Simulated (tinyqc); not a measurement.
Inside a calculation. Method: Hueckel theory of the pi electrons with the omega technique, for the molecule C=C1C=CC=CN=C1 (SMILES; centres numbered as the heavy atoms are written). Computed by tinyqc, a small Python program that keeps every step. Settings: charge = 0, omega = 1.4, damping = 0.5. Command: `OMP_NUM_THREADS=1 python tinyqc.py 23145 23146 out.jsonl` (the two numbers bound the seeds that draw the settings). One thread of a shared host (Intel(R) Xeon(R) Processor @ 2.60GHz), about 0.01 s of CPU time with the checks.

## The Hueckel matrix

Centres:
```
centre  z_r, pi electrons of the neutral centre         h
1C                                            1  0.000000
2C                                            1  0.000000
3C                                            1  0.000000
4C                                            1  0.000000
5C                                            1  0.000000
6C                                            1  0.000000
7N                                            1  0.460000
8C                                            1  0.000000
```

Bonds:
```
i  j         k
1  2         1
2  3         1
3  4         1
4  5         1
5  6         1
6  7  0.910000
7  8  0.910000
8  2         1
```

H_rr = alpha + h_r beta, H_rs = k_rs beta for bonded centres.

Hueckel matrix in units of beta (H = alpha + beta A):
```
          1C        2C        3C        4C        5C        6C        7N        8C
1C  0.000000  1.000000  0.000000  0.000000  0.000000  0.000000  0.000000  0.000000
2C  1.000000  0.000000  1.000000  0.000000  0.000000  0.000000  0.000000  1.000000
3C  0.000000  1.000000  0.000000  1.000000  0.000000  0.000000  0.000000  0.000000
4C  0.000000  0.000000  1.000000  0.000000  1.000000  0.000000  0.000000  0.000000
5C  0.000000  0.000000  0.000000  1.000000  0.000000  1.000000  0.000000  0.000000
6C  0.000000  0.000000  0.000000  0.000000  1.000000  0.000000  0.910000  0.000000
7N  0.000000  0.000000  0.000000  0.000000  0.000000  0.910000  0.460000  0.910000
8C  0.000000  1.000000  0.000000  0.000000  0.000000  0.000000  0.910000  0.000000
```

## Orbitals, round 1

pi electrons, sum of z_r less the charge = 8

Diagonalise; E = alpha + x beta with beta < 0, so the largest x are filled first; degenerate levels share their electrons. P = sum n_i c_ri c_si; each orbital has its largest coefficient positive (the first on a tie).

x values: 2.105238  1.461200  1.318025  0.242117  -0.397751  -0.652495  -1.670023  -1.946311

occupations: 2.000000  2.000000  2.000000  2.000000  0.000000  0.000000  0.000000  0.000000

coefficients:
```
         MO1        MO2        MO3        MO4        MO5        MO6        MO7        MO8
1C  0.222955  -0.335771  -0.056130   0.669220  -0.161859   0.501194  -0.131654  -0.303013
2C  0.469374  -0.490629  -0.073981   0.162029   0.064380  -0.327026   0.219865   0.589757
3C  0.375023  -0.265464   0.362628  -0.365265  -0.467781  -0.239021   0.092350  -0.489378
4C  0.320138   0.102732   0.551933  -0.250466   0.121681   0.482987  -0.374091   0.362724
5C  0.298944   0.415577   0.364834   0.304623   0.419382  -0.076125   0.532390  -0.216595
6C  0.309211   0.504508  -0.071073   0.324221  -0.288491  -0.433316  -0.515013   0.058838
7N  0.386833   0.353418  -0.503857  -0.248488  -0.334764   0.394353   0.360103   0.112175
8C  0.390166  -0.115671  -0.404006  -0.264725   0.604033  -0.048789  -0.327875  -0.355460
```

charge and bond-order matrix P:
```
           1C         2C         3C         4C         5C         6C         7N         8C
1C   1.226914   0.763948  -0.184097  -0.323430   0.220989   0.241010  -0.340865  -0.057307
2C   0.763948   0.985510   0.440518   0.036892  -0.082420  -0.089198   0.010372   0.453761
3C  -0.184097   0.440518   0.952061   0.768840   0.045642  -0.324334  -0.081394   0.254437
4C  -0.323430   0.036892   0.768840   0.960811   0.526926   0.060772  -0.111420  -0.087312
5C   0.220989  -0.082420   0.045642   0.526926   0.975941   0.749868   0.005990  -0.318937
6C   0.241010  -0.089198  -0.324334   0.060772   0.749868   0.920620   0.506322   0.010343
7N  -0.340865   0.010372  -0.081394  -0.111420   0.005990   0.506322   1.180324   0.758782
8C  -0.057307   0.453761   0.254437  -0.087312  -0.318937   0.010343   0.758782   0.797819
```

## Omega technique, round 1

h_r = h_r(0) + omega q_r, omega = 1.4, with q_r = z_r - P_rr; 0.5 of the old diagonal is kept.

matrix after round 1:
```
           1C        2C        3C        4C        5C        6C        7N        8C
1C  -0.158840  1.000000  0.000000  0.000000  0.000000  0.000000  0.000000  0.000000
2C   1.000000  0.010143  1.000000  0.000000  0.000000  0.000000  0.000000  1.000000
3C   0.000000  1.000000  0.033557  1.000000  0.000000  0.000000  0.000000  0.000000
4C   0.000000  0.000000  1.000000  0.027432  1.000000  0.000000  0.000000  0.000000
5C   0.000000  0.000000  0.000000  1.000000  0.016841  1.000000  0.000000  0.000000
6C   0.000000  0.000000  0.000000  0.000000  1.000000  0.055566  0.910000  0.000000
7N   0.000000  0.000000  0.000000  0.000000  0.000000  0.910000  0.333773  0.910000
8C   0.000000  1.000000  0.000000  0.000000  0.000000  0.000000  0.910000  0.141527
```

## Orbitals, round 2

As before.

x values: 2.119313  1.459772  1.322482  0.188513  -0.347916  -0.699343  -1.651650  -1.931171

occupations: 2.000000  2.000000  2.000000  2.000000  0.000000  0.000000  0.000000  0.000000

coefficients:
```
         MO1        MO2        MO3        MO4        MO5        MO6        MO7        MO8
1C  0.207336  -0.301555  -0.005944   0.652956  -0.084498   0.547487  -0.139887  -0.336509
2C  0.472343  -0.488101  -0.008805   0.226806   0.015977  -0.295919   0.208825   0.596406
3C  0.383290  -0.205230  -0.412530  -0.328276  -0.491942  -0.218371   0.100155  -0.483011
4C  0.327108   0.195398  -0.522914  -0.277675   0.171686   0.455963  -0.377607   0.352579
5C  0.300980   0.485107  -0.264671   0.283548   0.427500  -0.113012   0.533879  -0.207551
6C  0.305695   0.504578   0.177350   0.326352  -0.327620  -0.375026  -0.513165   0.051734
7N  0.362524   0.245521   0.537756  -0.263913  -0.324518   0.435299   0.376049   0.115132
8C  0.405625  -0.200780   0.406918  -0.284224   0.570719  -0.119166  -0.307292  -0.338291
```

charge and bond-order matrix P:
```
           1C         2C         3C         4C         5C         6C         7N         8C
1C   1.120622   0.786540  -0.141080  -0.338607   0.205670   0.246525  -0.348789  -0.086716
2C   0.786540   1.025738   0.420790   0.001518  -0.055949  -0.058871  -0.026392   0.443096
3C  -0.141080   0.420790   0.933954   0.784294   0.063812  -0.333361  -0.093281   0.244233
4C  -0.338607   0.001518   0.784294   0.991445   0.505816   0.030461  -0.082719  -0.080821
5C   0.205670  -0.055949   0.063812   0.505816   0.952737   0.764760   0.022113  -0.327211
6C   0.246525  -0.058871  -0.333361   0.030461   0.764760   0.972014   0.487897   0.004196
7N  -0.348789  -0.026392  -0.093281  -0.082719   0.022113   0.487897   1.101071   0.783172
8C  -0.086716   0.443096   0.244233  -0.080821  -0.327211   0.004196   0.783172   0.902420
```

## Omega technique, round 2

As before.

matrix after round 2:
```
           1C         2C        3C        4C        5C        6C        7N        8C
1C  -0.163855   1.000000  0.000000  0.000000  0.000000  0.000000  0.000000  0.000000
2C   1.000000  -0.012945  1.000000  0.000000  0.000000  0.000000  0.000000  1.000000
3C   0.000000   1.000000  0.063011  1.000000  0.000000  0.000000  0.000000  0.000000
4C   0.000000   0.000000  1.000000  0.019704  1.000000  0.000000  0.000000  0.000000
5C   0.000000   0.000000  0.000000  1.000000  0.041505  1.000000  0.000000  0.000000
6C   0.000000   0.000000  0.000000  0.000000  1.000000  0.047373  0.910000  0.000000
7N   0.000000   0.000000  0.000000  0.000000  0.000000  0.910000  0.326137  0.910000
8C   0.000000   1.000000  0.000000  0.000000  0.000000  0.000000  0.910000  0.139070
```

## Convergence

Each round sets h_r = h_r(0) + omega (z_r - P_rr), keeping the share named as damping of the old diagonal; repeat until output and input diagonals agree to 1e-6.

Rounds:
```
round    sum n x  largest |h(out) - h(in)|
1      10.253159                  3.18e-01
2      10.180162                  5.89e-02
3      10.176400                  1.57e-02
4      10.174415                  5.76e-03
5      10.174251                  1.82e-03
6      10.174051                  6.33e-04
7      10.174030                  2.33e-04
8      10.174007                  7.23e-05
9      10.174005                  2.93e-05
10     10.174002                  9.00e-06
11     10.174002                  3.63e-06
12     10.174001                  1.13e-06
13     10.174001                  4.47e-07
```

Converged in 13 rounds.

## Energy, charges, bond orders

final x values: 2.116932  1.457826  1.325826  0.186417  -0.336879  -0.706343  -1.646745  -1.937033

occupations: 2.000000  2.000000  2.000000  2.000000  0.000000  0.000000  0.000000  0.000000

final P:
```
           1C         2C         3C         4C         5C         6C         7N         8C
1C   1.121715   0.788080  -0.144762  -0.335489   0.210333   0.236706  -0.353000  -0.075670
2C   0.788080   1.016913   0.418715  -0.000551  -0.053710  -0.057312  -0.027135   0.443187
3C  -0.144762   0.418715   0.954566   0.786624   0.054860  -0.335979  -0.088812   0.243106
4C  -0.335489  -0.000551   0.786624   0.980936   0.503274   0.033916  -0.080293  -0.086158
5C   0.210333  -0.053710   0.054860   0.503274   0.968649   0.767180   0.017593  -0.326685
6C   0.236706  -0.057312  -0.335979   0.033916   0.767180   0.960016   0.486029   0.016304
7N  -0.353000  -0.027135  -0.088812  -0.080293   0.017593   0.486029   1.098856   0.783590
8C  -0.075670   0.443187   0.243106  -0.086158  -0.326685   0.016304   0.783590   0.898349
```

E = sum n x; q_r = z_r - P_rr; bond order p = P_rs; free valence = sqrt(3) - sum of p over the bonds of the atom.

pi energy = 8 alpha + this times beta = 10.174001

pi charges: 1C -0.121715, 2C -0.016913, 3C 0.045434, 4C 0.019064, 5C 0.031351, 6C 0.039984, 7N -0.098856, 8C 0.101651

Bond orders and lengths from R = 1.517 - 0.180 p (angstrom, C-C alone):
```
bond         p         R
1-2   0.788080  1.375146
2-3   0.418715  1.441631
3-4   0.786624  1.375408
4-5   0.503274  1.426411
5-6   0.767180  1.378908
6-7   0.486029         -
7-8   0.783590         -
8-2   0.443187  1.437226
```

free valence of the carbons: 1C 0.943970, 2C 0.082068, 3C 0.526711, 4C 0.442152, 5C 0.461597, 6C 0.478842, 8C 0.505274

gap between the highest filled and the next level = 0.523297 |beta|
